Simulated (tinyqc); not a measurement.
Interdiffusion of a quantum well during annealing: blurred potential and shift of the confined levels. Inputs raised by 2 %, one at a time. Computed by tinyqc, a small Python program. Command: `OMP_NUM_THREADS=1 python tinyqc.py 3009794 3009795 out.jsonl qwi sens`. One thread of a shared host (Intel(R) Xeon(R) Processor @ 2.30GHz), about 0.08 s of CPU time with the checks.

A square well of width w is blurred by Fick diffusion with a constant coefficient; band offsets are linear in composition, masses are uniform, and strain and excitons are ignored.

Inputs (values chosen for the exercise, modelled on SiGe in silicon (holes and electrons as a model)):
```
quantity               value    unit
well width w             2.6      nm
electron mass m_e      0.181     m_0
hole mass m_h          0.281     m_0
conduction offset V_c  0.032      eV
valence offset V_v      0.27      eV
prefactor D0              41  cm^2/s
activation energy E      3.9      eV
anneal temperature T     860       C
anneal time t             20       s
```

Constants: k_B = 8.617333262e-05 eV/K; hbar^2/(2 m_0) = 3.80998212 eV angstrom^2.

Method:
- D = D0 exp(-E/(k_B T)); L = sqrt(D t); share of well material at the centre erf(w/(4L)); 1 nm = 1e-7 cm.
- Temperatures in kelvin are T(C) + 273.15.
- Square well, ground state: take the lowest root of k tan(k w/2) = kappa, k^2 = E/c, kappa^2 = (V - E)/c, c = hbar^2/(2m) with hbar^2/(2 m_0) in eV angstrom^2.
- With L = sqrt(D t) and the share at the centre erf(w/(4L)). After the anneal: V(z) = V {1 - (1/2)[erf((w/2 - z)/(2L)) + erf((w/2 + z)/(2L))]}, energies counted from the original well bottom. Finite differences on 3000 points over |z| < w/2 + 6L + 25 nm; shifts are taken against the same grid with cell-averaged square steps.
- Rise of the bottom = V (1 - share at the centre). Overlap = |<electron|hole>|^2.

Runs; columns: (1) input moved; (2) from; (3) to; (4) blue shift of the transition (meV); (5) shift of the electron level (meV); (6) electron level before the anneal (meV); (7) share at the centre:
```
(1)                           (2)      (3)     (4)    (5)     (6)      (7)
base run                        -        -  41.587  0.617  25.814  0.86925
well width w (nm)             2.6    2.652  40.941  0.631  25.625  0.87677
hole mass m_h (m_0)         0.281  0.28662  41.841  0.617  25.814  0.86925
conduction offset V_c (eV)  0.032  0.03264  41.616  0.646  26.234  0.86925
valence offset V_v (eV)      0.27   0.2754  42.666  0.617  25.814  0.86925
prefactor D0 (cm^2/s)          41    41.82  42.178  0.626  25.814  0.86541
anneal time t (s)              20     20.4  42.178  0.626  25.814  0.86541
```

Exponents ln(y'/y) / ln(x'/x); columns: (1) input; (2) blue shift of the transition; (3) shift of the electron level; (4) electron level before the anneal; (5) share at the centre:
```
(1)                       (2)    (3)     (4)     (5)
well width w           -0.791  1.133  -0.370   0.435
hole mass m_h           0.307  0.000   0.000   0.000
conduction offset V_c   0.035  2.319   0.816   0.000
valence offset V_v      1.294  0.000   0.000   0.000
prefactor D0            0.713  0.731   0.000  -0.223
anneal time t           0.713  0.731   0.000  -0.223
```

To which inputs is each result most sensitive?

Among the inputs moved here: blue shift of the transition answers most in size to valence offset V_v (exponent +1.294), next to well width w (-0.791). Shift of the electron level answers most in size to conduction offset V_c (exponent +2.319), next to well width w (+1.133); its exponent is below 0.0005 for hole mass m_h, valence offset V_v. Electron level before the anneal answers most in size to conduction offset V_c (exponent +0.816), next to well width w (-0.370); its exponent is below 0.0005 for hole mass m_h, valence offset V_v, prefactor D0, anneal time t. Share at the centre answers most in size to well width w (exponent +0.435), next to prefactor D0 (-0.223); its exponent is below 0.0005 for hole mass m_h, conduction offset V_c, valence offset V_v.

Caution (all rows): the well mass is used in the barriers too; a heavier barrier mass would lower these levels.
